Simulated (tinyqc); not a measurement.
Model parameters from four stresses.

Inverse problem. The threshold shift of a transistor under bias-temperature stress follows dV = A (V/V0)^g exp[-(Ea q/kB)(1/T - 1/T0)] (t/1 s)^n. Find n, A, g and Ea.

Values chosen for this exercise: reference stress voltage V0 = 1.2 V; reference temperature T0 = 373 K.

Constants: q = 1.602176634e-19 C, kB = 1.380649e-23 J/K. Results are converted to the units shown.

dV at (V0, T0, 10 s), (V0, T0, 1000 s), (0.9 V, T0, 1000 s) and (V0, 398 K, 1000 s) (mV): 9.0338912  22.692109  3.3984368  31.634110

Solution. Each pair differs in one condition, and the logarithm of its ratio gives one exponent.

n = 0.2000
A = 5.700 mV
g = 6.600
Ea = 0.1700 eV

tinyqc, about 0.01 s, one thread, Intel Xeon 2.30GHz (shared host): `OMP_NUM_THREADS=1 python tinyqc.py 2070010 2070011 out.jsonl`
